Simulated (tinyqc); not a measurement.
Worked calculation: RHF in the 3-21g basis, for H-, spin multiplicity 1. The basis has no diffuse functions, so it cannot describe the extra electron: this is an exercise in the method, not the real anion. One step of it, computed by the program tinyqc.

Question. Iteration 3: building the Fock matrix. J_ij = sum D_kl (ij|kl), K_ij = sum D_kl (ik|jl); F = H + J - 0.5 K; E = tr D H + tr D J / 2 - 0.25 tr D K + E_nn.

D after iteration 2:
```
,1H 1s,1H 2s
1H 1s,0.085287,0.352755
1H 2s,0.352755,1.459025
```

core Hamiltonian H = T + V (hartree):
```
,1H 1s,1H 2s
1H 1s,-0.171513,-0.489511
1H 2s,-0.489511,-0.408216
```

Two-electron integrals (ij|kl) in chemists' order, unique and non-zero (hartree):
```
i,j,k,l,(ij|kl)
1,1,1,1,1.140145
2,1,1,1,0.611403
2,1,2,1,0.345152
2,2,1,1,0.626370
2,2,2,1,0.380329
2,2,2,2,0.482957
```

nuclear repulsion = 0 hartree

Give: Coulomb J; exchange K; Fock matrix F; total energy of this density.

Answer.

Coulomb J (hartree):
```
,1H 1s,1H 2s
1H 1s,1.442,0.851
1H 2s,0.851,1.026
```

exchange K (hartree):
```
,1H 1s,1H 2s
1H 1s,1.032,0.950
1H 2s,0.950,1.002
```

Fock matrix F (hartree):
```
,1H 1s,1H 2s
1H 1s,0.755,-0.114
1H 2s,-0.114,0.117
```

total energy of this density = -0.40042 hartree
